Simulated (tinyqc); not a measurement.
Inside a calculation. Method: MP2 on RHF in the sto-3g basis, for H3+, spin multiplicity 1. Computed by tinyqc, a small Python program that keeps every step (integrals from PySCF). Settings: charge = 1, multiplicity = 1, basis = sto-3g, method = RHF, energy threshold = 1e-10, iteration cap = 69, orthogonalisation = canonical, start = Wolfsberg-Helmholz matrix, DIIS depth = 6. Command: `OMP_NUM_THREADS=1 python tinyqc.py 21380 21381 out.jsonl` (the two numbers bound the seeds that draw the settings). One thread of a shared host (Intel(R) Xeon(R) Processor @ 2.60GHz), about 0.07 s of CPU time with the checks. The early iterations of the SCF are left out here.

## One-electron integrals

Geometry (angstrom):

| atom | x | y | z |
|---|---|---|---|
| H | 0.00000 | 0.00000 | 0.00000 |
| H | 0.00000 | 0.00000 | 0.98200 |
| H | 0.00000 | 0.85100 | 0.49100 |

Basis sto-3g: exponents (1/bohr^2) and contraction coefficients of normalised primitives:

| element | l (shell) | exponent | coefficient |
|---|---|---|---|
| H | s (1) | 3.42525 | 0.15433 |
| H | s (1) | 0.62391 | 0.53533 |
| H | s (1) | 0.16886 | 0.44463 |

Overlap, kinetic and nuclear-attraction integrals over the contracted functions; the nuclear repulsion is the sum of Za Zb / Rab.

nuclear repulsion = 1.6160960 hartree

overlap S:
```
         1H 1s    2H 1s    3H 1s
1H 1s  1.00000  0.50715  0.50686
2H 1s  0.50715  1.00000  0.50686
3H 1s  0.50686  0.50686  1.00000
```

kinetic energy T (hartree):
```
         1H 1s    2H 1s    3H 1s
1H 1s  0.76003  0.11812  0.11794
2H 1s  0.11812  0.76003  0.11794
3H 1s  0.11794  0.11794  0.76003
```

nuclear attraction V (hartree):
```
          1H 1s     2H 1s     3H 1s
1H 1s  -2.26859  -1.10206  -1.10133
2H 1s  -1.10206  -2.26859  -1.10133
3H 1s  -1.10133  -1.10133  -2.26837
```

core Hamiltonian H = T + V (hartree):
```
          1H 1s     2H 1s     3H 1s
1H 1s  -1.50856  -0.98394  -0.98339
2H 1s  -0.98394  -1.50856  -0.98339
3H 1s  -0.98339  -0.98339  -1.50834
```

## Two-electron integrals

Functions are numbered as in S; the eight-fold symmetry (ij|kl) = (ji|kl) = (kl|ij) leaves the list below.

Two-electron integrals (ij|kl) in chemists' order, unique and non-zero (hartree):
```
(11|11) 0.77461   (21|11) 0.31771   (21|21) 0.16547   (22|11) 0.48394
(22|21) 0.31771   (22|22) 0.77461   (31|11) 0.31748   (31|21) 0.14945
(31|22) 0.25641   (31|31) 0.16526   (32|11) 0.25641   (32|21) 0.14945
(32|22) 0.31748   (32|31) 0.14937   (32|32) 0.16526   (33|11) 0.48378
(33|21) 0.25650   (33|22) 0.48378   (33|31) 0.31748   (33|32) 0.31748
(33|33) 0.77461
```

## Orthogonalisation

S = U s U^T; canonical form X = U s^(-1/2), so that X^T S X = 1. Each column of U has its largest component positive (the first on a tie).

eigenvalues of S: 0.49285  0.49324  2.01392

X:
```
              1         2        3
1H 1s   1.00723  -0.58122  0.40686
2H 1s  -1.00723  -0.58122  0.40686
3H 1s   0.00000   1.16267  0.40678
```

## Iteration 3 (converged): orbitals

converged F (hartree):
```
          1H 1s     2H 1s     3H 1s
1H 1s  -0.78420  -0.75299  -0.75268
2H 1s  -0.75299  -0.78420  -0.75268
3H 1s  -0.75268  -0.75268  -0.78397
```

Diagonalise F' = X^T F X, C = X C', fill 1 alpha and 1 beta electrons from the bottom; D = 2 C_occ C_occ^T. Each column has its largest component positive (the first on a tie).

F' = X^T F X (hartree):
```
          1         2         3
1  -0.06333   0.00000   0.00000
2   0.00000  -0.06381   0.00005
3   0.00000   0.00005  -1.13693
```

orbital energies (hartree): MO1 -1.13693, MO2 -0.06381, MO3 -0.06333

coefficients C:
```
           MO1       MO2       MO3
1H 1s  0.40689  -0.58120   1.00723
2H 1s  0.40689  -0.58120  -1.00723
3H 1s  0.40673   1.16268   0.00000
```

D after iteration 3:
```
         1H 1s    2H 1s    3H 1s
1H 1s  0.33112  0.33112  0.33099
2H 1s  0.33112  0.33112  0.33099
3H 1s  0.33099  0.33099  0.33086
```

## Convergence

Stop when the energy changes by less than 1e-10 hartree and every element of the error matrix X^T (F D S - S D F) X is below 3e-06.

Course of the cycle:

| iteration | E (hartree) | change | largest element of the error matrix |
|---|---|---|---|
| 1 | -1.2466490 | - | 7.97e-05 |
| 2 | -1.2466490 | -3.35e-09 | 1.04e-05 |
| 3 | -1.2466490 | -5.85e-11 | 5.74e-11 |

PySCF RHF in the same basis = -1.2466490 hartree

Converged in 3 iterations.

## Integrals over molecular orbitals

(pq|rs) = sum C_ip C_jq C_kr C_ls (ij|kl), one index at a time.

one-electron integrals over orbitals h = C^T H C (hartree):
```
          1         2         3
1  -1.72581   0.00007   0.00000
2   0.00007  -1.06480   0.00000
3   0.00000   0.00000  -1.06448
```

Two-electron integrals over orbitals (pq|rs), unique and non-zero (hartree):
```
(11|11) 0.58888    (21|11) -0.00007   (21|21) 0.14398    (22|11) 0.57249
(22|21) 0.09492    (22|22) 0.65593    (31|31) 0.14398    (32|31) -0.09490
(32|32) 0.07534    (33|11) 0.57256    (33|21) -0.09495   (33|22) 0.50513
(33|33) 0.65596
```

## Second-order Moller-Plesset energy

Hartree-Fock energy = -1.2466490 hartree

E2 = sum_ijab (ia|jb) [2 (ia|jb) - (ib|ja)] / (e_i + e_j - e_a - e_b) over occupied i, j and virtual a, b; the opposite-spin part is (ia|jb)^2 / denominator, the rest is same-spin, and SCS-MP2 scales them by 6/5 and 1/3.

Terms:

| i | j | a | b | (ia\|jb) | (ib\|ja) | denominator | term |
|---|---|---|---|---|---|---|---|
| 1 | 1 | 2 | 2 | 0.14398 | 0.14398 | -2.14624 | -0.00966 |
| 1 | 1 | 3 | 3 | 0.14398 | 0.14398 | -2.14720 | -0.00966 |

Pair energies (hartree; pair i-j sums ij and ji):

| pair | opposite spin | same spin |
|---|---|---|
| 1-1 | -0.01931 | 0.00000 |

MP2 correlation energy = -0.0193141 hartree

SCS-MP2 correlation energy = -0.0231769 hartree

MP2 total energy = -1.2659631 hartree
